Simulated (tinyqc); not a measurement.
Defect-molecule model of a vacancy with Jahn-Teller distortion: one step. Transition levels and the effective U. Five cases, with inputs chosen for the exercise.

Problem. From the energies W_n of the relaxed states with n = 0, 1, 2 electrons: E(2+/+) = W1 - W0, E(+/0) = W2 - W1, U_eff = E(+/0) - E(2+/+), E(2+/0) = (W2 - W0)/2.

Case 1.

States:
```
n  charge  Q_n (angstrom)  gain (eV)  W_n (eV)
0      2+        0.000000   0.000000  0.000000
1       +        0.124260   0.130473  0.119527
2       0        0.248521   0.521893  0.308107
```

Case 2.

States:
```
n  charge  Q_n (angstrom)  gain (eV)  W_n (eV)
0      2+        0.000000   0.000000  0.000000
1       +        0.160331   0.155521  0.214479
2       0        0.320661   0.622083  0.327917
```

Case 3.

States:
```
n  charge  Q_n (angstrom)  gain (eV)  W_n (eV)
0      2+        0.000000   0.000000  0.000000
1       +        0.145912   0.169258  0.230742
2       0        0.291824   0.677031  0.342969
```

Case 4.

States:
```
n  charge  Q_n (angstrom)  gain (eV)  W_n (eV)
0      2+        0.000000   0.000000  0.000000
1       +        0.126667   0.144400  0.145600
2       0        0.253333   0.577600  0.312400
```

Case 5.

States:
```
n  charge  Q_n (angstrom)  gain (eV)  W_n (eV)
0      2+        0.000000   0.000000  0.000000
1       +        0.188800   0.222784  0.137216
2       0        0.377600   0.891136  0.148864
```

Give: levels above Ev; U_eff.

Solution.

Case 1.

levels above Ev (eV): (2+/+) 0.1195, (+/0) 0.1886, (2+/0) 0.1541

U_eff = 0.0691 eV

U_eff > 0: the + state is the lowest for mu between 0.1195 and 0.1886 eV. The vacancy in silicon is known as a negative-U centre; these values fall on the other side of the balance.

Case 2.

levels above Ev (eV): (2+/+) 0.2145, (+/0) 0.1134, (2+/0) 0.1640

U_eff = -0.1010 eV

U_eff < 0: the second electron is bound more strongly than the first, the + state is never the lowest, and the charge changes by two at 0.1640 eV.

Case 3.

levels above Ev (eV): (2+/+) 0.2307, (+/0) 0.1122, (2+/0) 0.1715

U_eff = -0.1185 eV

U_eff < 0: the second electron is bound more strongly than the first, the + state is never the lowest, and the charge changes by two at 0.1715 eV.

Case 4.

levels above Ev (eV): (2+/+) 0.1456, (+/0) 0.1668, (2+/0) 0.1562

U_eff = 0.0212 eV

U_eff > 0: the + state is the lowest for mu between 0.1456 and 0.1668 eV. The vacancy in silicon is known as a negative-U centre; these values fall on the other side of the balance.

Case 5.

levels above Ev (eV): (2+/+) 0.1372, (+/0) 0.0116, (2+/0) 0.0744

U_eff = -0.1256 eV

U_eff < 0: the second electron is bound more strongly than the first, the + state is never the lowest, and the charge changes by two at 0.0744 eV.

Computed by tinyqc, one run a case: `OMP_NUM_THREADS=1 python tinyqc.py N N+1 out.jsonl` with N = 1480426, 1480458, 1480481, 1480827, 1481390; one thread of a shared Intel(R) Xeon(R) Processor @ 2.30GHz, about 0.01 s a run at most.
